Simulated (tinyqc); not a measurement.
## Dopant mobility from one pulse

Inverse problem. With linear drift and no window, R = Ron x + Roff (1 - x), dx/dt = k i, k = mv Ron/D^2, and so R^2 = R0^2 - 2 k (Roff - Ron) phi after the flux phi. Find x0, k, mv and the charge passed.

Inputs (values chosen for the exercise):
- Ron = 200 ohm (resistance of the fully doped film)
- Roff = 40000 ohm (resistance of the undoped film)
- D = 8 nm (film thickness)

R before and after a pulse of flux 0.055 V s (ohm): [22886.000, 14925.867]

Solution. R^2 is linear in the flux and R is linear in the charge.

x0 = 0.4300
k = 6.875e4 1/C
mv = 2.200e-14 m^2/(V s)
charge = 2.909 uC

Program tinyqc, `OMP_NUM_THREADS=1 python tinyqc.py 2880002 2880003 out.jsonl`; Intel Xeon 2.30GHz, shared host, one thread, about 0.1 s.
